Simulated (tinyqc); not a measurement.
# Series resistance and length offset from two lengths at two overdrives

Problem. In strong inversion R W = Rsd + k(x)(L - dL), k(x) = (1 + th1 x)/(mu0 Cox x), x the overdrive, Cox = eps0 eox/tox, with Rsd and dL independent of x. Find dL, Rsd, mu0 and th1.

Parameters, values chosen for the exercise:
- eox = 9.01 (relative permittivity of the gate insulator (close to aluminium oxide))
- tox = 13 nm (insulator thickness)

Constants: eps0 = 8.8541878128e-14 F/cm where lengths are in cm. Results are converted to the units shown.

total resistance times width (ohm um):
```
	L = 0.055 um	L = 1.2 um
overdrive 0.58 V	762.322686	16436.4017
overdrive 1.08 V	542.198677	10488.0506
```

Answer. At each overdrive R W is a straight line in L; the two lines cross at L = dL, R W = Rsd. Their slopes give k x = (1 + th1 x)/(mu0 Cox), a straight line in x.

dL = 0.01100 um
Rsd = 160.0 ohm um
mu0 = 260.0 cm^2/(V s)
th1 = 0.4600 1/V

Numbers from tinyqc (`OMP_NUM_THREADS=1 python tinyqc.py 2210092 2210093 out.jsonl`; about 0.01 s on one thread of a shared Intel Xeon 2.30GHz).
